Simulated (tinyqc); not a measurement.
# Inductance and parasitic capacitance from two readings

Problem. A loss-free coil L in parallel with C shows the apparent inductance L/(1 - w^2 L C), w = 2 pi f. Find L, C and the self-resonance 1/(2 pi sqrt(L C)).

apparent inductance at 9.6 and 17 GHz (nH): 0.61774871  1.1257285

Answer. The inverse of the reading is 1/L - w^2 C, a straight line in w^2.

L = 0.510 nH
C = 94.0 fF
self-resonance = 23.0 GHz

Computed by the program tinyqc: `OMP_NUM_THREADS=1 python tinyqc.py 2302099 2302100 out.jsonl`, one thread of a shared Intel Xeon 2.30GHz, about 0.01 s for the whole run.
